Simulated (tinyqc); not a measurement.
Pinning of the barrier by interface states.

Cowley-Sze model with the space charge neglected: phiB = S (phiM - chi) + (1 - S)(Eg - phi0), S = 1/(1 + q Dit dl/(eps0 ei)), dl in cm.

Parameters, values chosen for the exercise; band and dielectric values close to those of gallium arsenide:

| symbol | value | unit | meaning |
|---|---|---|---|
| Eg | 1.42 | eV | band gap |
| chi | 4.01 | eV | electron affinity |
| dl | 0.5 | nm | thickness of the interfacial layer |
| ei | 3.9 |  | relative permittivity of the interfacial layer |
| phi0 | 0.59 | eV | neutral level above the valence band |
| phiM | 4.69 | eV | metal work function |

Constants: q = 1.602176634e-19 C, eps0 = 8.8541878128e-14 F/cm where lengths are in cm. Results are converted to the units shown.

Result of one run:
```
Dit (cm^-2 eV^-1)        S  phiB (eV)  change of phiB for 0.5 eV more work function (eV)
3e14               0.12563    0.81115                                           0.062817
```

What becomes of these results when the density of interface states Dit is changed from 3e14 to 1e11 cm^-2 eV^-1, all else the same?

Result of the changed run:
```
Dit (cm^-2 eV^-1)        S  phiB (eV)  change of phiB for 0.5 eV more work function (eV)
1e11               0.99769    0.68035                                            0.49884
```

The whole series:
```
Dit (cm^-2 eV^-1)         S  phiB (eV)  change of phiB for 0.5 eV more work function (eV)
1e11                0.99769    0.68035                                            0.49884
3e11                0.99309    0.68104                                            0.49654
1e12                0.97733    0.68340                                            0.48866
3e12                0.93493    0.68976                                            0.46747
1e13                0.81170    0.70825                                            0.40585
3e13                0.58963    0.74155                                            0.29482
1e14                0.30121    0.78482                                            0.15061
3e14                0.12563    0.81115                                           0.062817
1e15               0.041324    0.82380                                           0.020662
```

S falls from 0.998 to 0.0413, passing 1/2 at Dit = eps0 ei/(q dl) = 4.31e13 cm^-2 eV^-1. The barrier rises from 0.680 to 0.824 eV, from near the Schottky-Mott value phiM - chi = 0.680 eV towards the pinned value Eg - phi0 = 0.830 eV.

tinyqc, about 0.2 s, one thread, Intel Xeon 2.30GHz (shared host): `OMP_NUM_THREADS=1 python tinyqc.py 2020145 2020146 out.jsonl`
